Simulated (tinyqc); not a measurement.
Worked calculation: Rayleigh-quotient iteration on a symmetric matrix. Computed by tinyqc, a small Python program that keeps every step. Settings: method = rayleigh, shift = -0.31. Command: `OMP_NUM_THREADS=1 python tinyqc.py 31509 31510 out.jsonl` (the two numbers bound the seeds that draw the settings). One thread of a shared host (Intel(R) Xeon(R) Processor @ 2.60GHz), about 0.01 s of CPU time with the checks.

## Step 1

A, lower triangle:
```
          1         2         3        4
1   1.87100
2  -0.22200   4.09500
3  -0.39500  -1.28500   5.27000
4   0.25200  -0.00500  -0.88400  5.29200
```

vector v at the start: 0.50000  0.50000  0.50000  0.50000

shift = -0.31000

solve (A - shift) w = v; v' = w/|w| with its largest component positive (the first on a tie); lambda = v'^T A v'; the next shift is lambda.

vector after step 1: 0.71112  0.46996  0.44302  0.27783

Rayleigh quotient after step 1 = 2.24169

## Step 2

As before.

vector after step 2: 0.99088  -0.02309  -0.00063  -0.13272

Rayleigh quotient after step 2 = 1.87660

## Step 3

As before.

vector after step 3: 0.96112  0.20448  0.18470  -0.01778

Rayleigh quotient after step 3 = 1.75369

## Course of the iteration

Stop when the residual |A v - lambda v| is below 1e-9.

Steps:
```
step     lambda  residual
1     2.2416856  8.30e-01
2     1.8766045  4.19e-01
3     1.7536923  4.04e-02
4     1.7525947  2.99e-05
5     1.7525947  1.22e-14
```

all eigenvalues, for comparison: 1.75259  3.23252  4.96182  6.58107

Converged in 5 steps.
